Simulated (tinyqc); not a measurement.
Range and order of the fit: effective mass of the conduction band from tabulated energies.

c = hbar^2/2m0.
Constants: hbar^2/2m0 = 3.80998211 eV angstrom^2.

Energies along [110], from the band edge:
```
k (1/angstrom)    E (meV)
0.000000          0.00000
0.008600          3.47470
0.017200         13.80020
0.025800         30.69350
0.034400         53.72490
0.043000         82.36690
0.051600        116.04570
0.060200        154.18330
0.068800        196.22930
```

reference mass (curvature of the model at k = 0.0001 1/angstrom) = 0.080900 m0

Least-squares fits of E = a k^2 (+ b k^4 + d k^6) over points 1 to n, and the line y = c k^2/E against E; errors of m against the reference.

Results:
```
n  E at point n (meV)  one term (%)  two terms (%)  three terms (%)  line (%)  rms residual, one term (meV)
3                30.7          1.92           0.04             0.00      0.00                         0.090
4                53.7          3.22           0.11             0.00      0.00                         0.263
5                82.4          4.80           0.26             0.01      0.00                         0.585
6               116.0          6.63           0.49             0.04      0.00                         1.102
7               154.2          8.68           0.83             0.08      0.00                         1.855
8               196.2         10.92           1.27             0.15      0.01                         2.876
```

What can be read from this table?

The error of the parabola goes from +1.92 to +10.92 % as the range widens, and at n = 8 its residual, 2.88 meV, is only 1.5 % of the top energy: a small residual does not vouch for the mass. Over the full range (n = 8) the best form is the line (0.01 %); the line errs by 0.00 % at n = 3 and +0.01 % at n = 8. Without scatter, a narrower range or a second term is the cure: at n = 8 the errors are +10.92, +1.27 and +0.15 % for one, two and three terms. Three terms on three points interpolate exactly.

(tinyqc, `OMP_NUM_THREADS=1 python tinyqc.py 1850440 1850441 out.jsonl`, Intel(R) Xeon(R) Processor @ 2.30GHz, 1 thread, shared host, about 0.01 s.)
